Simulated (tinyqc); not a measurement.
# Tunnelling through a gate dielectric with the two-band (Franz) dispersion, WKB transmission and Tsu-Esaki current: several studies

Electrons leave the emitter at x = 0. Energies E (motion across the layers) are in eV from the emitter Fermi level; the collector Fermi level lies at -V and offers states at every E. No charge in the dielectric and no image force: F1 = V/t1, U = phi1 - F1 x. With C = hbar^2/(2 m0), kappa = sqrt(m u (1 - u/Egx)/C), u = U - E where U > E and 0 elsewhere; T(E) = exp(-S), S = 2 times the integral of kappa over x.

Inputs (values chosen for the exercise); dielectric values close to those of hafnium oxide:

| symbol | value | unit | meaning |
|---|---|---|---|
| T | 300 | K | temperature |
| Ef | 0.17 | eV | Fermi energy of the emitter above its band bottom |
| me | 1 | m0 | emitter mass in the supply function |
| phi1 | 1.5 | eV | barrier of layer 1 above the emitter Fermi level at zero bias |
| m1 | 0.21 | m0 | tunnelling mass of layer 1 |
| t1 | 2 | nm | thickness of layer 1 |
| Egx | 6.9 | eV | gap parameter of the two-band dispersion, set freely |
| V | 0.8 | V | voltage across the dielectric |

Constants: q = 1.602176634e-19 C, kB = 1.380649e-23 J/K, hbar = 1.054571817e-34 J s, m0 = 9.1093837015e-31 kg, Vt = kB T/q, hbar^2/(2 m0) = 0.0380998212 eV nm^2. Results are converted to the units shown.

Each table varies one quantity; the others keep the values above.

## Effect of the thickness t1 at fixed voltage

Each layer adds (2/F) sqrt(m/C) [G(u at its left edge) - G(u at its right edge)] to S, with u = U - E (0 where negative) and G(u) = Egx^1.5 (th - sin(4 th)/4)/4, th = arcsin sqrt(u/Egx). J = J0 times the integral of T(E) N(E) dE, N = ln[(1 + exp(-E/Vt))/(1 + exp((-E - V)/Vt))], J0 = q^2 me m0 kB T/(2 pi^2 hbar^3) (times 1e-4 for A/cm^2 per eV), from E = -Ef to far above the barrier (T = 1 there), by quadrature converged to the digits shown.

Effect of the thickness t1 at fixed voltage:
```
t1 (nm)  S at E = 0  T(E = 0)  J (A/cm^2)  mean E of the current (eV)
1.2           5.375  0.004631     9.542e5                     -0.1004
1.5           6.719  0.001208     2.372e5                    -0.09910
1.8           8.062  3.152e-4     5.898e4                    -0.09776
2.1           9.406  8.222e-5     1.468e4                    -0.09639
2.4           10.75  2.145e-5        3655                    -0.09499
2.7           12.09  5.595e-6       910.8                    -0.09355
3             13.44  1.460e-6       227.1                    -0.09208
3.3           14.78  3.808e-7       56.67                    -0.09057
```

Read the table: what changes, and by how much?

J falls from 9.54e5 to 56.7 A/cm^2: 2.02 decades a nanometre between the first two rows and 2.01 between the last two. The exponent S alone gives dS/dt/ln 10 = 1.95 and 1.95. In 1 of the 8 rows S is below 6, where a WKB prefactor of 1 is a rough guess.

## Effect of the barrier height

Same model as above.

Effect of the barrier height:
```
phi1 (eV)  S at E = 0  T(E = 0)  J (A/cm^2)  mean E of the current (eV)
0.8             5.401  0.004514     5.589e5                    -0.08341
0.93            6.363  0.001724     2.473e5                    -0.08915
1.06            7.110  8.171e-4     1.269e5                    -0.09201
1.19            7.743  4.340e-4     7.141e4                    -0.09391
1.31            8.255  2.600e-4     4.466e4                    -0.09523
1.44            8.748  1.587e-4     2.833e4                    -0.09639
1.57            9.190  1.020e-4     1.883e4                    -0.09735
1.7             9.587  6.858e-5     1.303e4                    -0.09818
```

What does the table show?

J falls from 5.59e5 to 13000 A/cm^2, on average 1.81 decades for each eV, while S rises from 5.40 to 9.59. In 1 of the 8 rows S is below 6, where a WKB prefactor of 1 is a rough guess.

## Two-band against parabolic dispersion

Same model as above.

The parabolic value uses G(u) = (2/3) u^1.5.

The same in every row: S at E = 0, parabolic = 9.7936.

Two-band against parabolic dispersion:
```
Egx (eV)  S at E = 0, two-band  ratio of the two T
2.2                     6.8078              19.802
3                       7.7288              7.8835
3.7                     8.1627              5.1087
4.5                     8.4771              3.7304
5.2                     8.6667              3.0861
6                       8.8257              2.6323
6.7                     8.9320              2.3669
7.5                     9.0281              2.1502
```

S rises from 6.81 to 9.03 towards the parabolic 9.79. The factor 1 - u/Egx lowers kappa, so T exceeds the parabolic value by a factor of 19.8 in the first row and 2.15 in the last.

Computed by the program tinyqc: `OMP_NUM_THREADS=1 python tinyqc.py 2540087 2540088 out.jsonl`, one thread of a shared Intel Xeon 2.30GHz, about 0.02 s for the whole run.
